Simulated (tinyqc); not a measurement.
Worked calculation: Wannier functions of a composite (isolated) pair of valence bands (bonds of an sp chain). Values are carried at full precision from step to step, so a last printed digit may differ when a step is redone from the rounded ones.

Each atom has a hybrid pointing left (<) and right (>). H(k): diagonal +V3 on A, -V3 on B; <A<|A>> = -V1a, <B<|B>> = -V1b, <A>|B<> = -V2, <B>|A<> = -V2p exp(ik); k in 1/a, Bloch sums with exp(ikR). The two lowest bands are filled. Trial functions in cell 0: g1 = cos(c) A> + sin(c) B<, and g2 = sin(c) B> + cos(c) A< of cell 1, whose Bloch vector has cos(c) exp(-ik) on A<. Projection A_mn = <psi_m|g_n>, S = A^+ A, Loewdin U = A S^(-1/2), Bloch-like states w_n = sum_m psi_m U_mn, H_W(k) = U^+ diag(E) U. P = sum_m |psi_m><psi_m| is free of phase choices, and S = g^+ P g, w = P g S^(-1/2).

Inputs chosen for the exercise: V2 = 4.31 eV (coupling in the bond A-B inside the cell); V2p = 2.8 eV (coupling in the bond to the next cell); V1a = 0.89 eV (coupling of the two hybrids on A); V1b = 1.24 eV (the same on B); V3 = 2.13 eV (A at +V3, B at -V3); j = 2 (mesh point, k = 2 pi j/N); N = 4 (k points); c = 55 degrees (trial bonds cos(c) on A, sin(c) on B); xb = 0.47 a (position of B (A at 0)).

## H at one mesh point

Fill in the matrix.

H(k) (eV), lower triangle:
```
         A<       A>       B<       B>
A<   2.1300
A>  -0.8900   2.1300
B<        0  -4.3100  -2.1300
B>   2.8000        0  -1.2400  -2.1300
```

## Levels and the projector on the filled bands

Diagonalise; P = sum over the two lowest states of |psi><psi|.

levels (eV): -5.2274  -3.2964  3.5138  5.0100

P, lower triangle:
```
         A<       A>      B<      B>
A<   0.2172
A>   0.0933   0.2950
B<   0.0524   0.4429  0.7058
B>  -0.3982  -0.0560  0.0937  0.7820
```

The filled states put 1.024 electrons on A and 2.976 on B at this k.

## Loewdin orthogonalisation

The trial vectors are the columns g1 = (0, cos c, sin c, 0), g2 = (cos c exp(-ik), 0, 0, sin c), k = 2 pi j/N. Form S = g^+ P g, its eigenvalues, S^(-1/2), and w = P g S^(-1/2).

S:
```
         1        2
1   0.9868  -0.0188
2  -0.0188   0.9704
```

eigenvalues of S: 0.9581  0.9991

S^(-1/2):
```
        1       2
1  1.0068  0.0097
2  0.0097  1.0153
```

w:
```
         1        2
A<  0.0928  -0.4567
A>  0.5346  -0.0958
B<  0.8383   0.0554
B>  0.0533   0.8827
```

The combinations of the trial bonds that diagonalise S lie 95.8 to 99.9 % inside the filled space; an eigenvalue near zero would mark a poor choice.

## The Hamiltonian in the new basis

H_W = w^+ H w; its eigenvalues must be the two filled levels.

H_W(k) (eV):
```
        1       2
1  -4.910  -0.715
2  -0.715  -3.613
```

eigenvalues (eV): -5.227  -3.296

## Hoppings between the Wannier functions

H_mn(R) = (1/N) sum_k exp(-ikR) H_W,mn(k), the coupling of function m in cell 0 to function n in cell R.

H(R) (eV):
```
R        11       12       21       22
-1   0.0259  -0.2117  -0.0070   0.0216
0   -4.8594  -0.9328  -0.9328  -3.5708
1    0.0259  -0.0070  -0.2117   0.0216
2    0.0008  -0.0011  -0.0011   0.0006
```

The bond levels are -4.859 and -3.571 eV, against -sqrt(V2^2 + V3^2) = -4.808 and -3.518 for isolated bonds. Neighbouring bonds couple by -0.933 eV through B; the bond-orbital estimate is -V1b (1 + ap)/2 = -0.939 with the mean V2 in ap = V3/sqrt(V2^2 + V3^2).

## The functions in real space

w_n(R) = (1/N) sum_k exp(ikR) w_n(k); point-like hybrids at R (A) and R + xb (B) give centres and spreads.

Function 1:
```
R        A<       A>       B<       B>
-1   0.0007   0.0036  -0.0009  -0.0257
0    0.0452   0.5326   0.8428   0.0281
1   -0.0493  -0.0057   0.0056  -0.0002
2   -0.0011   0.0000   0.0002  -0.0006
```

centres (a): 1 0.3364, 2 0.5760

spreads (a^2): 1 0.0467, 2 0.0471

Function 1 has 99.4 % of its weight on the two hybrids of its bond. Its centre lies +0.1014 a from the middle of the bond, towards B, the atom with the lower level.

## Checks

- Eigenvalues of H_W against the filled levels: they agree to 1e-10 or better.
- W^+ w against the unit matrix: they agree to 1e-10 or better.

(tinyqc, `OMP_NUM_THREADS=1 python tinyqc.py 1450668 1450669 out.jsonl`, Intel(R) Xeon(R) Processor @ 2.30GHz, 1 thread, shared host, about 0.3 s.)
